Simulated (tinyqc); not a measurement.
# Fully depleted semiconductor-on-insulator film with two gates, non-linear Poisson equation by Newton steps: two studies

One dimension across the film, front interface at x = 0, back interface at x = ts. psi is counted from the intrinsic level, n = ni exp(psi/Vt) (source grounded), holes neglected, acceptors ionised. Gates act through Cox = eps0 eox/tox and Cbox = 3.9 eps0/tb with potentials G1 = Vg - (phiM - chi - Vt ln(Nc/ni)) and G2 = Vb - (phiB - chi - Vt ln(Nc/ni)). Classical Boltzmann densities, no interface charge, no depletion in the back plane.

Parameters, values chosen for the exercise; band and dielectric values close to those of silicon:
```
symbol,value,unit,meaning
T,300,K,temperature
Eg,1.13,eV,band gap
eps_r,11.5,,relative permittivity
Nc,2.85e19,cm^-3,conduction-band density of states at T
Nv,2.68e19,cm^-3,valence-band density of states at T
chi,4.04,eV,electron affinity
eox,3.9,,relative permittivity of the gate insulator (close to silicon dioxide)
tox,4.7,nm,insulator thickness
ts,7,nm,film thickness
tb,85,nm,buried-oxide thickness (eps_r 3.9)
Na,1e15,cm^-3,acceptor density of the film
phiM,4.6,eV,work function of the front gate
phiB,5.09,eV,work function of the back plane
Vb,0,V,back-gate voltage
```

Constants: q = 1.602176634e-19 C, kB = 1.380649e-23 J/K, Vt = kB T/q, eps0 = 8.8541878128e-14 F/cm where lengths are in cm. Results are converted to the units shown.

Each table varies one quantity; the others keep the values above.

## Charge against front-gate voltage

ni = sqrt(Nc Nv) exp(-Eg/(2 Vt)), Eg in volts. The Poisson equation eps0 eps_r d2psi/dx2 = q (n + Na), with -eps0 eps_r dpsi/dx = Cox (G1 - psi) at x = 0 and eps0 eps_r dpsi/dx = Cbox (G2 - psi) at x = ts, is solved on 300 equal intervals with half boxes at both ends; N_inv is the trapezoid sum of n. Swing = ln 10/(d ln N_inv/dVg); the last column is (dN_inv/dVb)/(dN_inv/dVg).

Results:
```
Vg (V),psi front (V),psi back (V),N_inv (cm^-2),centroid/ts,swing (mV/decade),q dN_inv/dVg over Cox,back/front leverage
0.11,0.0850,0.0695,1.26e5,0.450,63.5,9.94e-7,0.0668
0.41,0.368,0.345,6.32e9,0.425,67.0,0.0473,0.0661
0.56,0.467,0.432,2.21e11,0.389,186,0.596,0.0643
0.71,0.508,0.455,7.16e11,0.334,450,0.799,0.0619
0.86,0.531,0.464,1.29e12,0.290,748,0.867,0.0602
1.01,0.548,0.468,1.90e12,0.256,1.06e3,0.901,0.0590
1.16,0.561,0.471,2.53e12,0.229,1.38e3,0.922,0.0583
1.31,0.572,0.472,3.17e12,0.208,1.70e3,0.935,0.0577
```

Estimate the missing row, Vg = 0.26 V.

Computed row:
```
Vg (V),psi front (V),psi back (V),N_inv (cm^-2),centroid/ts,swing (mV/decade),q dN_inv/dVg over Cox,back/front leverage
0.26,0.227,0.208,2.90e7,0.438,63.5,2.29e-4,0.0665
```

With this row back in the table: N_inv passes 1e11 cm^-2 at Vg = 0.509 V. The swing starts at 63.5 mV a decade, against (1 + k) Vt ln 10 = 62.7 for a front channel with k = Cs Cbox/(Cox (Cs + Cbox)) = 0.0538, Cs = eps0 eps_r/ts; above threshold this column is no longer a subthreshold swing. The centroid falls from 0.450 to 0.208 of ts and the leverage of the back gate falls from 0.0668 to 0.0577. For Vg = 1.01, 1.16, 1.31 the density at an interface exceeds 0.3 Nc, where Boltzmann statistics fail. For Vg = 0.41, 0.56, 0.71, 0.86, 1.01, 1.16, 1.31 the classical centroid lies within 3 nm of an interface, where confinement, left out, would push it away.

## Threshold and coupling against the insulator thickness

VT is the Vg for N_inv = 1e11 cm^-2; -dVT/dVb from the linearised equation. Limits with Cs = eps0 eps_r/ts: front channel Cs Cbox/(Cox (Cs + Cbox)), back channel Cbox (Cox + Cs)/(Cox Cs). Swing at N_inv = 1e8 cm^-2.

The same in every row: centroid/ts at VT = 0.406.

Result of one run:
```
tox (nm),VT (V),-dVT/dVb,front-channel limit,back-channel limit,swing (mV/decade)
2.4,0.474,0.0386,0.0275,0.0562,61.9
```

What becomes of these results when the insulator thickness tox is changed from 2.4 to 9.4 nm, all else the same?

Result of the changed run:
```
tox (nm),VT (V),-dVT/dVb,front-channel limit,back-channel limit,swing (mV/decade)
9.4,0.581,0.120,0.108,0.139,66.8
```

The whole series:
```
tox (nm),VT (V),-dVT/dVb,front-channel limit,back-channel limit,swing (mV/decade)
2.4,0.474,0.0386,0.0275,0.0562,61.9
3.3,0.488,0.0490,0.0378,0.0668,62.6
4.7,0.509,0.0652,0.0538,0.0832,63.5
6.6,0.538,0.0872,0.0755,0.106,64.9
9.4,0.581,0.120,0.108,0.139,66.8
13,0.635,0.161,0.149,0.181,69.3
19,0.727,0.231,0.217,0.251,73.5
```

As tox goes from 2.4 to 19, VT rises from 0.474 to 0.727 V, the centroid stays near 0.406 of ts and -dVT/dVb rises from 0.0386 to 0.231. The coupling covers 38.7 % of the way from the front-channel to the back-channel limit in the first row and 39.2 % in the last.

Range of the model: In so thin a film or at such density quantum confinement moves the charge away from the interfaces and raises the threshold.

tinyqc, about 0.4 s, one thread, Intel Xeon 2.30GHz (shared host): `OMP_NUM_THREADS=1 python tinyqc.py 2190168 2190169 out.jsonl`
